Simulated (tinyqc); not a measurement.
Solubility, supersaturation, precipitation and gettering of an impurity in a silicon-like host: one step, computed by the program tinyqc. Command: `OMP_NUM_THREADS=1 python tinyqc.py 3005045 3005046 out.jsonl ripen walk`. One thread of a shared host (Intel(R) Xeon(R) Processor @ 2.30GHz), about 0.01 s of CPU time with the checks.

The wafer was saturated at T1 and is then held at T.

Question. Segregation into a layer on one face. k = k_0 exp(E_g/(k_B T)); in equilibrium the bulk keeps C/C0 = 1/(1 + k t_g/w). For a strong sink on one face the slowest diffusion mode has tau_w = 4 w^2/(pi^2 D), and C/C0 is estimated as c_eq + (1 - c_eq)(8/pi^2) sum over odd m up to 99 of exp(-m^2 t/tau_w)/m^2. Precipitation is left out here.

Inputs (values chosen for the exercise, modelled on gold in silicon): temperature of saturation T1 = 1375 K; anneal temperature T = 848 K; anneal time t = 910 s; wafer thickness w = 625 micrometre; segregation energy E_g = 1.2 eV; segregation prefactor k_0 = 0.005; getter layer thickness t_g = 3.7 micrometre.

Gettering: segregation gettering in a layer.

D(T) = 5.060000e-11 cm^2/s

Constants: k_B = 8.617333262e-05 eV/K.

Give: segregation coefficient k; equilibrium C/C0; tau_w; mean C/C0 at t.

Answer.

segregation coefficient k = 67722

equilibrium C/C0 = 0.0024881

tau_w = 3.1287e+07 s

mean C/C0 at t = 0.99484

Limited by diffusion: far more is left than the 0.0025 that equilibrium would leave. Caution: the barrier to homogeneous nucleation is below 35 k_B T for these inputs, so new precipitates would form and outnumber the fixed sinks assumed here. Caution: for so short a time the series is cut off too early to be exact.
